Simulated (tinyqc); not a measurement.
Inside a calculation: finite square well with mass mismatch (envelope functions). Values are carried at full precision from step to step, so a last printed digit may differ when a step is redone from the rounded ones.

A square well of width L and depth V0, mass mw inside and mb outside, energies from the bottom of the well, c = hbar^2/2m0. k = sqrt(mw E/c), kappa = sqrt(mb (V0 - E)/c). psi and psi'/m are continuous at the walls (BenDaniel-Duke), so level n solves k L + 2 atan[(k/mw)/(kappa/mb)] = n pi.

Constants: hbar^2/2m0 = 3.80998211 eV angstrom^2.

Values chosen for the exercise (near those of the light valleys of a Si film in SiO2; not measured data):
- L = 26 angstrom (well width)
- V0 = 3.121 eV (barrier height)
- mw = 0.185 m0 (mass in the well)
- mb = 0.522 m0 (mass in the barrier)
- alpha_w = 0.47 1/eV (non-parabolicity in the well)
- alpha_b = 0.16 1/eV (non-parabolicity in the barrier)

## How many levels are bound

At E = V0 the arctangent equals pi/2, so level n is bound if k0 L > (n - 1) pi with k0 = sqrt(mw V0/c). Compare with the infinitely deep well, E1(hard) = c (pi/L)^2/mw.

k0 = 0.38929 1/angstrom
k0 L/pi = 3.2218
number of bound levels = 4
E1(hard) = 0.3007 eV

The count does not depend on mb. One more level binds at L = 32.3 angstrom.

## The lowest level by bisection

f(E) = k L + 2 atan[(k/mw)/(kappa/mb)] - pi rises with E. Twelve halvings of [0, V0]: keep the half in which f changes sign.

Bisection:
```
step  low (eV)  high (eV)  midpoint (eV)        k    kappa        f
1      0.00000    3.12100        1.56050  0.27527  0.46239   6.0830
2      0.00000    1.56050        0.78025  0.19464  0.56631   3.4593
3      0.00000    0.78025        0.39012  0.13763  0.61168   1.5683
4      0.00000    0.39012        0.19506  0.09732  0.63315   0.2072
5      0.00000    0.19506        0.09753  0.06882  0.64362  -0.7663
6      0.09753    0.19506        0.14630  0.08428  0.63840  -0.2370
7      0.14630    0.19506        0.17068  0.09104  0.63578  -0.0067
8      0.17068    0.19506        0.18287  0.09423  0.63447   0.1021
9      0.17068    0.18287        0.17678  0.09265  0.63513   0.0482
10     0.17068    0.17678        0.17373  0.09185  0.63545   0.0209
11     0.17068    0.17373        0.17220  0.09144  0.63562   0.0071
12     0.17068    0.17220        0.17144  0.09124  0.63570   0.0002
```

After twelve halvings the bracket is V0/4096 = 0.762 meV wide.

## Bound levels

Solve the condition for each n (six at most). With A = cos(kL/2) for even and sin(kL/2) for odd levels, the probability in the barriers is Pb = (A^2/kappa)/(A^2/kappa + L/2 +/- sin(kL)/(2k)), + for even.

Levels:
```
n  parity  E (eV)  k (1/angstrom)  kappa (1/angstrom)      Pb
1    even  0.1714         0.09123             0.63570  0.0130
2     odd  0.7047         0.18499             0.57537  0.0476
3    even  1.6313         0.28145             0.45177  0.1032
4     odd  2.8976         0.37509             0.17497  0.2929
```

The lowest level lies at 57 % of the infinite-well value and decays into the barrier over 1/kappa = 1.6 angstrom. Above about 0.5 eV (from level 2 on) a parabolic band is a rough model.

## Mass in the plane and density of states

To first order in the in-plane energy, 1/m_par = (1 - Pb)/mw + Pb/mb for each subband. Each adds a step D = m_par/(2 pi c) to the density of states per area (spin included, one valley); 1/angstrom^2 = 1e16/cm^2.

Subbands:
```
n  m_par (m0)  D (1e13/(eV cm^2))
1      0.1866               7.793
2      0.1909               7.973
3      0.1982               8.280
4      0.2281               9.530
```

The mass is taken as isotropic here; the valleys of Si are not, and in the plane they have sqrt(ml mt), about 0.42 m0, so their real steps are about twice as large.

## Levels with energy-dependent masses

Non-parabolic bands: mw is replaced by mw (1 + alpha_w E) and mb by mb (1 - alpha_b (V0 - E)), in k, kappa and the matching condition alike.

Solve the same condition with the energy-dependent masses, and list the shift from the parabolic levels that exist in both.

Levels:
```
n  E (eV)  mass inside  mass outside  shift (meV)
1  0.1850       0.2011        0.2768         13.5
2  0.6405       0.2407        0.3148        -64.2
3  1.2253       0.2915        0.3637       -406.0
4  1.8633       0.3470        0.4170      -1034.2
5  2.5145       0.4036        0.4713            -
6  3.1062       0.4551        0.5208            -
```

Level 1 moves by +13.5 meV and level 4 by -1034.2 meV. The lighter mass deep in the barrier hardens the wall for low levels; the heavier mass in the well wins higher up. The heavier mass inside raises k at E = V0, which binds further levels (2 of them among the six at most that are listed).

## Checks

- Lowest level by finite differences (200 cells across the well) against the matching condition, eV: both 0.1714.

(tinyqc, `OMP_NUM_THREADS=1 python tinyqc.py 1251629 1251630 out.jsonl`, Intel(R) Xeon(R) Processor @ 2.30GHz, 1 thread, shared host, about 0.01 s.)
